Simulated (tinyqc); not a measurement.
Capacitances against the space between lines.

Endless row of lines of width wl, height tl and space sl between grounded planes at distance hd; e2 fills the gaps beside the lines, e1 the rest. Laplace's equation is solved on meshes of 3, 6 and 12 steps per unit u and extrapolated (Aitken), which is good to about 0.2 %. C_even (all lines at 1 V) is the capacitance Cg to the planes; C_odd (neighbours in antiphase) = Cg + 4 Cc if only nearest neighbours couple, which defines Cc; total with quiet neighbours Cg + 2 Cc. Plate values 2 eps0 e1 wl/hd and eps0 e2 tl/sl.

Values chosen for this exercise: relative permittivity above and below the lines e1 = 3.9; relative permittivity between the lines e2 = 2.4; line width, in units u wl = 6 u; line height tl = 6 u; distance to each plane hd = 4 u.

Constants: eps0 = 8.8541878128e-12 F/m. Results are converted to the units shown.

The same in every row: plate Cg (aF/um) = 104.

Results:
```
sl (u),Cg (aF/um),Cc (aF/um),Cg + 2 Cc (aF/um),C_odd (aF/um),plate Cc (aF/um),"share of coupling, 2 Cc/(Cg + 2 Cc) (%)"
2,135,85.7,306,478,63.8,56.0
4,159,39.8,239,318,31.9,33.4
6,177,22.1,222,266,21.3,19.9
8,190,12.9,216,242,15.9,11.9
12,204,4.54,213,223,10.6,4.26
24,213,0.206,213,213,5.31,0.194
```

Estimate the missing row, sl = 16 u.

Computed row:
```
sl (u),Cg (aF/um),Cc (aF/um),Cg + 2 Cc (aF/um),C_odd (aF/um),plate Cc (aF/um),"share of coupling, 2 Cc/(Cg + 2 Cc) (%)"
16,210,1.62,213,216,7.97,1.52
```

With this row back in the table: As sl goes from 2 to 24, Cg rises from 135 to 213 aF/um, Cc falls from 85.7 to 0.206 aF/um and the share of coupling falls from 56.0 to 0.194 %. Cg is 1.30 times its plate value in the first row and 2.05 times in the last; for Cc the ratios are 1.34 and 0.0388. Neighbours in antiphase raise the load by a factor of 1.56 and 1.00 over quiet ones.

Numbers from tinyqc (`OMP_NUM_THREADS=1 python tinyqc.py 2790177 2790178 out.jsonl`; about 0.7 s on one thread of a shared Intel Xeon 2.30GHz).
